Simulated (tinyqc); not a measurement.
# Worked calculation: bias-temperature instability, empirical power law with universal recovery

tinyqc, about 0.01 s, one thread, Intel Xeon 2.30GHz (shared host): `OMP_NUM_THREADS=1 python tinyqc.py 2070134 2070135 out.jsonl` Printed values are rounded.

Threshold-voltage shift at the end of a stress: dV = A (V/V0)^g exp[-(Ea q/kB)(1/T - 1/T0)] (t/1 s)^n. After a delay tr the permanent share pp stays and the rest falls by r = 1/(1 + B (tr/t)^be). An empirical model: its parameters are fits, not properties.

Parameters, values chosen for the exercise: reference stress voltage V0 = 1.4 V; reference temperature T0 = 398 K; shift after 1 s at V0 and T0 A = 8.2 mV; time exponent n = 0.2; voltage exponent g = 6.2; apparent activation energy of the shift Ea = 0.11 eV; permanent share pp = 0.14; recovery scale B = 1.3; recovery dispersion be = 0.1; use voltage V = 1.02 V; use temperature T = 378 K; failure criterion dc = 50 mV; delay before the measurement tr = 10 s.

Constants: q = 1.602176634e-19 C, kB = 1.380649e-23 J/K. Results are converted to the units shown.

## Shift and lifetime at use conditions

The lifetime solves dV = dc; ten years are 3.15576e8 s.

voltage factor = 0.140387
temperature factor = 0.843920
shift after ten years = 48.6702 mV
lifetime = 11.44 years
largest voltage for ten years = 1.02444 V

The device passes: the shift at ten years is below dc. In time the voltage exponent is g/n = 31.0 and the activation energy Ea/n = 0.550 eV.

## What a delayed measurement sees

t, point 0 to 2 (s): [10, 100, 1000]

At V0 and T0, measured shift = dV [pp + (1 - pp) r]; the apparent exponent is the slope of ln(shift) against ln t between the first and last point.

| point | dV (mV) | share left | measured (mV) |
|---|---|---|---|
| 0 | 12.9961 | 0.513913 | 6.67888 |
| 1 | 20.5975 | 0.563098 | 11.5984 |
| 2 | 32.6448 | 0.612464 | 19.9938 |

apparent n = 0.238095

The delay hides 38.8 % of the last shift and raises the exponent from 0.2 to 0.238, since short stresses recover by a larger share.
